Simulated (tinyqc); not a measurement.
Magnetoresistance against angle.

Conductance G = G0 (1 + P1 P2 cos(phi)) at low bias, phi the angle between the magnetisations, normalised to Rp = RA/area at phi = 0.

Parameters, values chosen for the exercise: diameter Dm = 47 nm; spin polarisation of the reference layer P1 = 0.67; spin polarisation of the free layer P2 = 0.59; resistance-area product, parallel state RA = 9.3 ohm um^2.

Magnetoresistance against angle:
```
phi (degree)	R (kohm)	R/Rp - 1 (%)	share of the full TMR (%)
0	5.3604	0	0
20	5.4536	1.7383	1.3295
45	5.8455	9.0488	6.9211
70	6.5886	22.912	17.525
90	7.4794	39.530	30.235
110	8.6487	61.344	46.920
135	10.381	93.662	71.639
160	11.900	121.99	93.306
180	12.369	130.74	100.00
```

R rises from 5.36 to 12.4 kohm, TMR0 = 131 %. It is the conductance that follows cos(phi), so at 90 degrees R has covered only (1 - P1 P2)/2 = 30.2 % of its range.

tinyqc, about 0.01 s, one thread, Intel Xeon 2.30GHz (shared host): `OMP_NUM_THREADS=1 python tinyqc.py 2450003 2450004 out.jsonl`
